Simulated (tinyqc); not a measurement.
UHF in the 6-31g basis, for H3, spin multiplicity 2, step by step. One step of it, computed by the program tinyqc.

Question. Iteration 2: building the Fock matrix. J_ij = sum D_kl (ij|kl) with D = D(alpha) + D(beta), K_ij = sum D_kl (ik|jl) for each spin; F = H + J - K(s); E = tr D H + tr D J / 2 - 0.5 sum_s tr D(s) K(s) + E_nn.

D(alpha) after iteration 1:
```
          1H 1s     1H 2s      2H 1s      2H 2s      3H 1s      3H 2s
1H 1s  0.060611  0.077089   0.054913   0.058378   0.054877   0.058324
1H 2s  0.077089  0.098047   0.069835   0.074237   0.069802   0.074192
2H 1s  0.054913  0.069835   0.143712   0.213346  -0.044297  -0.107686
2H 2s  0.058378  0.074237   0.213346   0.330237  -0.107693  -0.217955
3H 1s  0.054877  0.069802  -0.044297  -0.107693   0.143752   0.213424
3H 2s  0.058324  0.074192  -0.107686  -0.217955   0.213424   0.330373
```

D(beta) after iteration 1:
```
          1H 1s     1H 2s     2H 1s     2H 2s     3H 1s     3H 2s
1H 1s  0.082137  0.129481  0.041517  0.051287  0.041487  0.051255
1H 2s  0.129481  0.204116  0.065447  0.080850  0.065400  0.080799
2H 1s  0.041517  0.065447  0.020985  0.025923  0.020970  0.025907
2H 2s  0.051287  0.080850  0.025923  0.032024  0.025905  0.032004
3H 1s  0.041487  0.065400  0.020970  0.025905  0.020955  0.025888
3H 2s  0.051255  0.080799  0.025907  0.032004  0.025888  0.031984
```

core Hamiltonian H = T + V (hartree):
```
           1H 1s      1H 2s      2H 1s      2H 2s      3H 1s      3H 2s
1H 1s  -1.060434  -1.010373  -0.241484  -0.502663  -0.241301  -0.502501
1H 2s  -1.010373  -1.165377  -0.471223  -0.749594  -0.471057  -0.749434
2H 1s  -0.241484  -0.471223  -0.890649  -0.898972  -0.007896  -0.113913
2H 2s  -0.502663  -0.749594  -0.898972  -1.013680  -0.113907  -0.311112
3H 1s  -0.241301  -0.471057  -0.007896  -0.113907  -0.890566  -0.898918
3H 2s  -0.502501  -0.749434  -0.113913  -0.311112  -0.898918  -1.013618
```

Two-electron integrals (ij|kl) in chemists' order, unique and non-zero (hartree):
```
(11|11) 1.076566   (21|11) 0.578470   (21|21) 0.329423   (22|11) 0.587396
(22|21) 0.361304   (22|22) 0.453150   (31|11) 0.071869   (31|21) 0.043189
(31|22) 0.051340   (31|31) 0.009324   (32|11) 0.139029   (32|21) 0.088867
(32|22) 0.119954   (32|31) 0.021736   (32|32) 0.063652   (33|11) 0.400547
(33|21) 0.261880   (33|22) 0.374489   (33|31) 0.071869   (33|32) 0.244444
(33|33) 1.076566   (41|11) 0.244444   (41|21) 0.140699   (41|22) 0.156956
(41|31) 0.021736   (41|32) 0.046099   (41|33) 0.139029   (41|41) 0.063652
(42|11) 0.311878   (42|21) 0.194916   (42|22) 0.253497   (42|31) 0.035262
(42|32) 0.092148   (42|33) 0.311878   (42|41) 0.092148   (42|42) 0.166627
(43|11) 0.261880   (43|21) 0.170283   (43|22) 0.241220   (43|31) 0.043189
(43|32) 0.140699   (43|33) 0.578470   (43|41) 0.088867   (43|42) 0.194916
(43|43) 0.329423   (44|11) 0.374489   (44|21) 0.241220   (44|22) 0.338383
(44|31) 0.051340   (44|32) 0.156956   (44|33) 0.587396   (44|41) 0.119954
(44|42) 0.253497   (44|43) 0.361304   (44|44) 0.453150   (51|11) 0.071797
(51|21) 0.043147   (51|22) 0.051293   (51|31) 0.004770   (51|32) 0.010320
(51|33) 0.030801   (51|41) 0.017222   (51|42) 0.025091   (51|43) 0.020259
(51|44) 0.030240   (51|51) 0.009307   (52|11) 0.138959   (52|21) 0.088824
(52|22) 0.119901   (52|31) 0.010325   (52|32) 0.024167   (52|33) 0.074321
(52|41) 0.035755   (52|42) 0.058610   (52|43) 0.048909   (52|44) 0.073756
(52|51) 0.021708   (52|52) 0.063609   (53|11) 0.001191   (53|21) 0.000722
(53|22) 0.000865   (53|31) 0.000117   (53|32) 0.000261   (53|33) 0.000788
(53|41) 0.000335   (53|42) 0.000524   (53|43) 0.000509   (53|44) 0.000698
(53|51) 0.000117   (53|52) 0.000261   (53|53) 2.64e-06   (54|11) 0.029552
(54|21) 0.018697   (54|22) 0.024637   (54|31) 0.002306   (54|32) 0.005361
(54|33) 0.016391   (54|41) 0.007753   (54|42) 0.012667   (54|43) 0.010776
(54|44) 0.016099   (54|51) 0.004330   (54|52) 0.011986   (54|53) 0.000060
(54|54) 0.002402   (55|11) 0.400466   (55|21) 0.261829   (55|22) 0.374434
(55|31) 0.030825   (55|32) 0.074344   (55|33) 0.231614   (55|41) 0.105416
(55|42) 0.181039   (55|43) 0.152468   (55|44) 0.231250   (55|51) 0.071797
(55|52) 0.244356   (55|53) 0.000788   (55|54) 0.043860   (55|55) 1.076566
(61|11) 0.244356   (61|21) 0.140649   (61|22) 0.156902   (61|31) 0.017233
(61|32) 0.035759   (61|33) 0.105397   (61|41) 0.058537   (61|42) 0.081565
(61|43) 0.068902   (61|44) 0.099598   (61|51) 0.021708   (61|52) 0.046063
(61|53) 0.000335   (61|54) 0.009569   (61|55) 0.138959   (61|61) 0.063609
(62|11) 0.311797   (62|21) 0.194866   (62|22) 0.253437   (62|31) 0.025107
(62|32) 0.058620   (62|33) 0.181016   (62|41) 0.081573   (62|42) 0.132801
(62|43) 0.118163   (62|44) 0.172638   (62|51) 0.035224   (62|52) 0.092096
(62|53) 0.000524   (62|54) 0.018238   (62|55) 0.311797   (62|61) 0.092096
(62|62) 0.166558   (63|11) 0.029557   (63|21) 0.018700   (63|22) 0.024640
(63|31) 0.004334   (63|32) 0.011990   (63|33) 0.043860   (63|41) 0.009573
(63|42) 0.018242   (63|43) 0.025751   (63|44) 0.029670   (63|51) 0.002304
(63|52) 0.005359   (63|53) 0.000060   (63|54) 0.001209   (63|55) 0.016391
(63|61) 0.007751   (63|62) 0.012665   (63|63) 0.002402   (64|11) 0.114455
(64|21) 0.071527   (64|22) 0.093011   (64|31) 0.011395   (64|32) 0.028331
(64|33) 0.091434   (64|41) 0.032414   (64|42) 0.056381   (64|43) 0.058451
(64|44) 0.080346   (64|51) 0.011385   (64|52) 0.028323   (64|53) 0.000218
(64|54) 0.006068   (64|55) 0.091434   (64|61) 0.032404   (64|62) 0.056371
(64|63) 0.006068   (64|64) 0.022418   (65|11) 0.261829   (65|21) 0.170253
(65|22) 0.241187   (65|31) 0.020275   (65|32) 0.048924   (65|33) 0.152468
(65|41) 0.068915   (65|42) 0.118179   (65|43) 0.100361   (65|44) 0.151992
(65|51) 0.043147   (65|52) 0.140649   (65|53) 0.000509   (65|54) 0.025751
(65|55) 0.578470   (65|61) 0.088824   (65|62) 0.194866   (65|63) 0.010776
(65|64) 0.058451   (65|65) 0.329423   (66|11) 0.374434   (66|21) 0.241187
(66|22) 0.338348   (66|31) 0.030264   (66|32) 0.073779   (66|33) 0.231250
(66|41) 0.099620   (66|42) 0.172663   (66|43) 0.151992   (66|44) 0.228325
(66|51) 0.051293   (66|52) 0.156902   (66|53) 0.000698   (66|54) 0.029670
(66|55) 0.587396   (66|61) 0.119901   (66|62) 0.253437   (66|63) 0.016099
(66|64) 0.080346   (66|65) 0.361304   (66|66) 0.453150
```

nuclear repulsion = 1.03453171 hartree

Give: Coulomb J; exchange K(alpha); exchange K(beta); F(alpha); F(beta); total energy of this density.

Answer.

Coulomb J (hartree):
```
        1H 1s   1H 2s   2H 1s   2H 2s   3H 1s   3H 2s
1H 1s  1.5752  0.9664  0.1538  0.4312  0.1536  0.4310
1H 2s  0.9664  1.2374  0.4009  0.7444  0.4007  0.7442
2H 1s  0.1538  0.4009  1.4089  0.8601  0.0025  0.0799
2H 2s  0.4312  0.7444  0.8601  1.1038  0.0799  0.2768
3H 1s  0.1536  0.4007  0.0025  0.0799  1.4088  0.8601
3H 2s  0.4310  0.7442  0.0799  0.2768  0.8601  1.1037
```

exchange K(alpha) (hartree):
```
        1H 1s   1H 2s    2H 1s   2H 2s    3H 1s   3H 2s
1H 1s  0.3433  0.3380   0.1591  0.2252   0.1590  0.2251
1H 2s  0.3380  0.4155   0.2616  0.3190   0.2615  0.3189
2H 1s  0.1591  0.2616   0.5708  0.4643  -0.0219  0.0410
2H 2s  0.2252  0.3190   0.4643  0.4473   0.0410  0.1111
3H 1s  0.1590  0.2615  -0.0219  0.0410   0.5709  0.4644
3H 2s  0.2251  0.3189   0.0410  0.1111   0.4644  0.4473
```

exchange K(beta) (hartree):
```
        1H 1s   1H 2s   2H 1s   2H 2s   3H 1s   3H 2s
1H 1s  0.4367  0.3965  0.1390  0.2370  0.1388  0.2369
1H 2s  0.3965  0.4196  0.1711  0.2693  0.1709  0.2692
2H 1s  0.1390  0.1711  0.1542  0.1635  0.0490  0.0910
2H 2s  0.2370  0.2693  0.1635  0.2147  0.0910  0.1571
3H 1s  0.1388  0.1709  0.0490  0.0910  0.1540  0.1633
3H 2s  0.2369  0.2692  0.0910  0.1571  0.1633  0.2146
```

F(alpha) (hartree):
```
         1H 1s    1H 2s    2H 1s    2H 2s    3H 1s    3H 2s
1H 1s   0.1715  -0.3820  -0.2468  -0.2966  -0.2466  -0.2965
1H 2s  -0.3820  -0.3435  -0.3319  -0.3242  -0.3318  -0.3242
2H 1s  -0.2468  -0.3319  -0.0525  -0.5032   0.0166  -0.0750
2H 2s  -0.2966  -0.3242  -0.5032  -0.3572  -0.0750  -0.1454
3H 1s  -0.2466  -0.3318   0.0166  -0.0750  -0.0526  -0.5032
3H 2s  -0.2965  -0.3242  -0.0750  -0.1454  -0.5032  -0.3572
```

F(beta) (hartree):
```
         1H 1s    1H 2s    2H 1s    2H 2s    3H 1s    3H 2s
1H 1s   0.0780  -0.4405  -0.2266  -0.3085  -0.2265  -0.3084
1H 2s  -0.4405  -0.3476  -0.2414  -0.2746  -0.2413  -0.2745
2H 1s  -0.2266  -0.2414   0.3641  -0.2024  -0.0544  -0.1250
2H 2s  -0.3085  -0.2746  -0.2024  -0.1246  -0.1250  -0.1914
3H 1s  -0.2265  -0.2413  -0.0544  -0.1250   0.3643  -0.2022
3H 2s  -0.3084  -0.2745  -0.1250  -0.1914  -0.2022  -0.1245
```

total energy of this density = -1.536690 hartree
